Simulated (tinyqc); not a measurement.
Off-state parameters from two currents.

Question. Well above V0 the off-state current of a threshold switch is I = Ith exp((V - Vth)/V0). Find V0, Ith and the slope V0 ln 10.

Values chosen for this exercise: threshold voltage Vth = 2 V.

I at 1 and 1.5 V (nA): 4.4859652  30.692877

Answer. ln I is linear in V.

V0 = 0.2600 V
Ith = 0.2100 uA
slope = 598.7 mV/decade

Numbers from tinyqc (`OMP_NUM_THREADS=1 python tinyqc.py 2490027 2490028 out.jsonl`; about 0.01 s on one thread of a shared Intel Xeon 2.30GHz).
